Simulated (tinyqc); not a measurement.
Brouwer diagram: defect equilibria of an oxide against oxygen pressure (mass action). Computed by tinyqc, a small Python program. Command: `OMP_NUM_THREADS=1 python tinyqc.py 3022337 3022338 out.jsonl brouwer walk`. One thread of a shared host (Intel(R) Xeon(R) Processor @ 2.30GHz), about 0.01 s of CPU time with the checks.

Defects: oxygen vacancies V (charge +2), electrons n, holes p, the ionic partner X = V_M'' (charge -2), and the dopant. Activities are taken equal to concentrations.

Inputs (values chosen for the exercise, for a model oxide): reduction enthalpy H_r = 4.39 eV; prefactor K_r0 = 2.5e+67 cm^-9 atm^(1/2); gap E_g = 3.96 eV; prefactor N_c N_v = 6.3e+42 cm^-6; disorder enthalpy H_s = 2.4 eV; prefactor K_s0 = 2.6e+44 cm^-6; dopant density N_d = 8.1e+19 cm^-3; temperature T = 1000 K.

Ionic disorder: Schottky, oxide MO. Dopant (singly charged, fully ionised): acceptor.

Constants: k_B = 8.617333262e-05 eV/K.

Method:
- K_r = K_r0 exp(-H_r/k_B T) = [V] n^2 P^(1/2); K_i = N_c N_v exp(-E_g/k_B T) = n p; K_s = K_s0 exp(-H_s/k_B T) = [X] [V].
- Neutrality: 2 [V] + p = n + 2 [X] + N_d. With n as the unknown, [V] = K_r/(n^2 P^(1/2)), p = K_i/n, [X] = K_s/[V]; the log ratio is ln(positive/negative).
- The root is found by 60 bisections in ln n between n = 1e-10 and 1e25 cm^-3.
- The slope is d log n / d log P from this row and the one above; the last column names the largest term on each side. Pressures that give more than 3e21 cm^-3 are left out.

K_r = 1.87635e+45 cm^-9 atm^(1/2)

K_i = 6.94735e+22 cm^-6

K_s = 2.08692e+32 cm^-6

Log10 of the densities in cm^-3:
```
log10 P (atm)       n     [V]       p     [X]  slope of n      balance
-32            20.491  20.291   2.351  12.029           -    2 [V] = n
-28            19.724  19.826   3.118  12.494    -0.19186  2 [V] = N_d
-24            18.816  19.641   4.026  12.678    -0.22692  2 [V] = N_d
-20            17.831  19.611   5.011  12.708    -0.24623  2 [V] = N_d
-16            16.833  19.608   6.009  12.712    -0.24959  2 [V] = N_d
-12            15.833  19.607   7.009  12.712    -0.24996  2 [V] = N_d
-8             14.833  19.607   8.009  12.712    -0.25000  2 [V] = N_d
-4             13.833  19.607   9.009  12.712    -0.25000  2 [V] = N_d
0              12.833  19.607  10.009  12.712    -0.25000  2 [V] = N_d
```

What follows from these numbers?

Regimes: 2 [V] = n at log P = -32 alone (slope -1/6 deep inside that regime); 2 [V] = N_d from log P = -28 to 0, where that balance predicts a slope of -1/4 and the table comes as close as -0.250.

Extremes, crossings and ranges named in words are read from the listed rows.
